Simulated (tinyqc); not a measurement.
Inside a calculation. Model: abrupt p-n junction, non-linear Poisson equation by Newton steps.

Program tinyqc, `OMP_NUM_THREADS=1 python tinyqc.py 2000017 2000018 out.jsonl`; Intel Xeon 2.30GHz, shared host, one thread, about 0.01 s. Printed values are rounded.

One dimension, p side on the left, n side on the right; net doping C = -Na for x < 0 and +Nd for x > 0. The potential psi is counted from the intrinsic level, and the quasi-Fermi potentials are flat: 0 for holes and -V for electrons, so n = ni exp((psi + V)/Vt) and p = ni exp(-psi/Vt) (Boltzmann statistics, full ionisation, no current).

Inputs (values chosen for the exercise); band and dielectric values close to those of 4H silicon carbide:
```
symbol,value,unit,meaning
T,300,K,temperature
Eg,3.21,eV,band gap
eps_r,9.86,,relative permittivity
Nc,1.7e19,cm^-3,conduction-band density of states at T
Nv,2.53e19,cm^-3,valence-band density of states at T
Na,7.1e16,cm^-3,acceptor density of the p side
Nd,3.1e15,cm^-3,donor density of the n side
V,1.32,V,bias of the p side against the n side
```

Constants: q = 1.602176634e-19 C, kB = 1.380649e-23 J/K, Vt = kB T/q, eps0 = 8.8541878128e-14 F/cm where lengths are in cm. Results are converted to the units shown.

Range of the model: Flat quasi-Fermi levels over the whole structure hold only for low forward bias and sides short against the diffusion lengths.

## Intrinsic density, end potentials and Debye lengths

ni = sqrt(Nc Nv) exp(-Eg/(2 Vt)), Eg in volts; psi_p = -Vt ln(Na/ni), psi_n = Vt ln(Nd/ni) - V; Debye length sqrt(eps0 eps_r Vt/(q N)).

ni = 2.25929e-8 cm^-3
psi_p = -1.45824 V
psi_n = 0.0572862 V
Debye length, p side = 14.0856 nm
Debye length, n side = 67.4099 nm

## Net doping on the mesh

```
node,x (nm)
0,-145
1,-115
2,-88.4
3,-64.5
4,-43.3
5,-24.3
6,-7.5
7,7.5
8,50.5
9,174
10,528
11,1540
```

C = -Na for x < 0 and +Nd for x > 0, taken at the nodes.

```
node,net doping C (cm^-3)
0,-7.1e16
1,-7.1e16
2,-7.1e16
3,-7.1e16
4,-7.1e16
5,-7.1e16
6,-7.1e16
7,3.1e15
8,3.1e15
9,3.1e15
10,3.1e15
11,3.1e15
```

## Couplings between neighbouring nodes

a_i = eps0 eps_r/h_i for the interval from node i to i + 1, with h_i = x_(i+1) - x_i in cm.

```
interval,coupling a_i (F/cm^2)
0,2.91008e-7
1,3.28204e-7
2,3.65282e-7
3,4.11803e-7
4,4.59486e-7
5,5.19656e-7
6,5.82015e-7
7,2.03029e-7
8,7.06901e-8
9,2.46617e-8
10,8.62671e-9
```

## Starting potential

A straight line in x from psi_p = -Vt ln(Na/ni) at the first node to psi_n = Vt ln(Nd/ni) - V at the last.

```
node,psi at the start (V)
0,-1.45824
1,-1.43125
2,-1.40733
3,-1.38583
4,-1.36677
5,-1.34968
6,-1.33457
7,-1.32107
8,-1.28240
9,-1.17132
10,-0.85293
11,0.05729
```

## Iteration 1: densities, residual and Jacobian diagonal

n_i = ni exp((psi_i + V)/Vt), p_i = ni exp(-psi_i/Vt), rho_i = p_i - n_i + C_i, g_i = (n_i + p_i)/Vt. Box widths w_i = (h_(i-1) + h_i)/2 in cm. Residual F_i = a_i (psi_(i+1) - psi_i) - a_(i-1) (psi_i - psi_(i-1)) + q rho_i w_i; Jacobian: a_(i-1) and a_i beside the diagonal, b_i = -a_(i-1) - a_i - q g_i w_i on it. The two end nodes are fixed.

```
node,n (cm^-3),p (cm^-3)
0,1.07574e-10,7.1e16
1,3.05489e-10,2.50018e16
2,7.70746e-10,9.90959e15
3,1.77023e-9,4.31456e15
4,3.70129e-9,2.06354e15
5,7.16862e-9,1.06545e15
6,1.28611e-8,5.93868e14
7,2.16731e-8,3.52409e14
8,9.67459e-8,7.89467e13
9,7.10668e-6,1.07473e12
10,1.58657,4.81401e6
11,3.1e15,2.46380e-9
```

```
node,residual F (C/cm^2),diagonal b (F/cm^2)
1,-2.08563e-8,-1.05772e-6
2,-2.47141e-8,-8.48558e-7
3,-2.40928e-8,-8.37382e-7
4,-2.22001e-8,-8.96994e-7
5,-2.00565e-8,-9.90962e-7
6,-1.79357e-8,-1.10752e-6
7,1.60410e-9,-7.91378e-7
8,4.24012e-9,-2.77792e-7
9,1.18622e-8,-9.55108e-8
10,3.39229e-8,-3.32884e-8
```

## Iteration 1: Newton step

Solve the tridiagonal system a_(i-1) d_(i-1) + b_i d_i + a_i d_(i+1) = -F_i for nodes 1 to 10, with d = 0 on fixed nodes. Each component d is damped to sign(d) Vt ln(1 + |d|/Vt) before it is added.

```
node,"Newton step d, before damping (V)"
1,-0.06365
2,-0.14157
3,-0.20403
4,-0.23079
5,-0.21938
6,-0.17568
7,-0.10762
8,0.07624
9,0.54872
10,1.42558
```

```
node,psi after iteration 1 (V)
0,-1.45824
1,-1.46336
2,-1.45562
3,-1.44232
4,-1.42610
5,-1.40784
6,-1.38766
7,-1.36351
8,-1.24689
9,-1.09115
10,-0.74880
11,0.05729
```

## Course of the Newton iteration

Stop when the largest undamped |d| is below 1e-9 V, or after 80 iterations.

Course of the iteration:
```
iteration,largest |F| (C/cm^2),largest |d| (V),at node
1,3.39e-8,1.43,10
2,3.24e-8,1.41,10
3,3.10e-8,1.31,10
4,2.95e-8,1.21,10
5,2.81e-8,1.11,10
6,2.65e-8,1.01,10
7,2.49e-8,0.919,10
8,2.33e-8,0.814,10
9,2.13e-8,0.498,10
10,1.38e-8,0.132,9
11,5.88e-9,0.0897,9
12,3.83e-9,0.0509,9
13,1.96e-9,0.0228,9
14,6.03e-10,6.44e-3,9
15,6.57e-11,6.89e-4,9
16,8.61e-13,9.03e-6,9
17,1.50e-16,1.58e-9,9
18,< 1e-20,< 1e-12,10
```

Converged in 18 iterations. Once the step is below 0.1 Vt, 3 more iteration(s) reach the threshold: near the solution the error is roughly squared each time.

## Converged densities, field and charge

```
node,converged psi (V)
0,-1.45824
1,-1.45817
2,-1.45786
3,-1.45646
4,-1.45109
5,-1.43425
6,-1.39566
7,-1.33290
8,-1.16135
9,-0.72714
10,0.03664
11,0.05729
```

n and p as above; field E_i = -(psi_(i+1) - psi_i)/h_i on each interval; charge on either side of the peak Q = eps0 eps_r |E|max (Gauss).

```
node,n (cm^-3),p (cm^-3)
0,1.07574e-10,7.1e16
1,1.07848e-10,7.08199e16
2,1.09137e-10,6.99836e16
3,1.15217e-10,6.62903e16
4,1.41846e-10,5.38456e16
5,2.72097e-10,2.80701e16
6,1.21028e-9,6.31077e15
7,1.37170e-8,5.56811e14
8,1.04523e-5,7.30727e11
9,205.869,37100.1
10,1.39496e15,5.47527e-9
11,3.1e15,2.46380e-9
```

```
interval,field E (kV/cm)
0,-0.0219
1,-0.1154
2,-0.5864
3,-2.5355
4,-8.8634
5,-22.9659
6,-41.8421
7,-39.8959
8,-35.1586
9,-21.5758
10,-0.2040
```

peak |E| = 41.8421 kV/cm
charge Q = 36.5291 nC/cm^2

## Check against the exact first integral and the depletion approximation

ni = sqrt(Nc Nv) exp(-Eg/(2 Vt)), Eg in volts. Exact first integral for an abrupt junction with thick neutral sides: psi_p = -Vt ln(Na/ni), psi_n = Vt ln(Nd/ni) - V, psi_j = (Nd psi_n + Na psi_p - Vt (Nd - Na))/(Na + Nd) at the junction, n_j = ni exp((psi_j + V)/Vt), p_j = ni exp(-psi_j/Vt), and E_j^2 = (2 q/(eps0 eps_r)) [Nd (psi_n - psi_j - Vt) + Vt (n_j + p_j)] (minority densities of the neutral sides neglected). Depletion approximation: Vbi = Vt ln(Na Nd/ni^2), W = sqrt(2 eps0 eps_r (Vbi - V)(1/Na + 1/Nd)/q), xp = W Nd/(Na + Nd), xn = W Na/(Na + Nd), peak field 2 (Vbi - V)/W, capacitance eps0 eps_r/W.

psi_j = -1.37114 V
exact field at the junction = 40.2379 kV/cm
Vbi = 2.83552 V
W = 745.681 nm
peak field in the depletion approximation = 40.6480 kV/cm

The depletion approximation gives a peak field 1.0 % above the exact one, since it leaves out the Debye tails of the majority carriers at the edges of the depleted layer. The 12-node mesh above gave 41.84 kV/cm on the interval that holds the junction, 4.0 % above the exact value.
